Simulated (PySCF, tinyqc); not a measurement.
Inside a calculation. Method: CISD on RHF in the sto-3g basis, for H4, spin multiplicity 1. The lowest restricted solution is unstable here: a spin-polarised one lies 0.0564 hartree lower (PySCF). One step of it, computed by the program tinyqc.

Task: Orthogonalisation. S = U s U^T; canonical form X = U s^(-1/2), so that X^T S X = 1. Each column of U has its largest component positive (the first on a tie).

overlap S, lower triangle:
```
          1H 1s     2H 1s     3H 1s     4H 1s
1H 1s  1.000000
2H 1s  0.314651  1.000000
3H 1s  0.129131  0.062328  1.000000
4H 1s  0.062328  0.129131  0.314651  1.000000
```

Give: eigenvalues of S; X.

Result:

eigenvalues of S: 0.6185  0.7522  1.1232  1.5061

X:
```
             1        2        3       4
1H 1s   0.6357   0.5765   0.4718  0.4074
2H 1s  -0.6357  -0.5765   0.4718  0.4074
3H 1s  -0.6357   0.5765  -0.4718  0.4074
4H 1s   0.6357  -0.5765  -0.4718  0.4074
```
